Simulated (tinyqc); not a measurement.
Linear model of a band gap against the share of exact exchange, step by step. Values are carried at full precision from step to step, so a last printed digit may differ when a step is redone from the rounded ones.

E(alpha) = E0 + S alpha. A wider gap screens less, modelled in the Penn form eps(alpha) = 1 + (e0 - 1)(EP/(EP + S alpha))^2 with a scale EP chosen for the exercise. A dielectric-dependent hybrid takes alpha = 1/eps.

Values chosen for the exercise (of the order of those of Ge; the results hold for these values, not for the real material):
```
symbol   value  unit  meaning
E0       0.08   eV    gap of the semi-local functional
S        5.34   eV    slope dE/d(alpha)
e0       17.6         optical dielectric constant at alpha = 0
EP       9.1    eV    energy scale of the screening
Et       0.75   eV    target gap
a_start  0.5          starting alpha
fv       0.69         share of the opening taken by the valence edge
Ed       0.03   eV    defect level above the semi-local valence top
cd       -0.03        shift of the level per unit opening, on the scale of the mean potential
```

## Fixed shares

Gap, error against the target and eps for alpha = 0, 0.25 and 1/e0; and the alpha that meets the target, (Et - E0)/S.

Results:
```
alpha   E (eV)  E - Et (eV)     eps
0.0000   0.080       -0.670  17.600
0.2500   1.415        0.665  13.624
0.0568   0.383       -0.367  16.546
```

alpha for the target = 0.1255

A quarter of exact exchange overshoots the target by 0.67 eV: the material needs 0.125, and 1/e0 = 0.057 lies closer to it than 0.25 does.

## Self-consistent share

Iterate alpha -> 1/eps(alpha) seven times from a_start. The fixed point solves alpha eps(alpha) = 1; the contraction factor there is 2 (eps - 1) S/((EP + S alpha) eps^2).

Iterates:
```
step    alpha      eps  E (eV)
0     0.50000  10.9229  2.7500
1     0.09155  15.9505  0.5689
2     0.06269  16.4428  0.4148
3     0.06082  16.4757  0.4048
4     0.06070  16.4778  0.4041
5     0.06069  16.4780  0.4041
6     0.06069  16.4780  0.4041
7     0.06069  16.4780  0.4041
```

fixed point = 0.06069
contraction factor = 0.0646

The factor is positive, so the iterates approach from one side, the error shrinking to 0.06 of itself each step; the gap is within 0.01 eV of its limit from step 3. Self-consistency moves the gap by +0.021 eV against the one-shot choice 1/e0, since a wider gap screens less.

## Band edges and a deep level

The opening c = S alpha lowers the valence top by fv c and raises the conduction edge by (1 - fv) c, both against the mean potential; the level moves by cd c. Use the fixed point. Compare with stretching the level in proportion to the gap and with pinning it to either edge.

opening c = 0.324 eV

shifts of the valence and conduction edges (eV): [-0.224, 0.100]

level above the valence top = 0.244 eV
level below the conduction edge = 0.160 eV

level above the valence top: stretched, tied to the valence edge, tied to the conduction edge (eV): [0.152, 0.030, 0.354]

The three recipes err by -0.09, -0.21 and +0.11 eV against alignment through the mean potential. With cd = -0.03 the level moves with the valence edge, by 0.04 times as much as that edge.

## Checks

- Fixed point by bisection against 60 substitutions: both 0.06069.

(tinyqc, `OMP_NUM_THREADS=1 python tinyqc.py 1881182 1881183 out.jsonl`, Intel(R) Xeon(R) Processor @ 2.30GHz, 1 thread, shared host, about 0.01 s.)
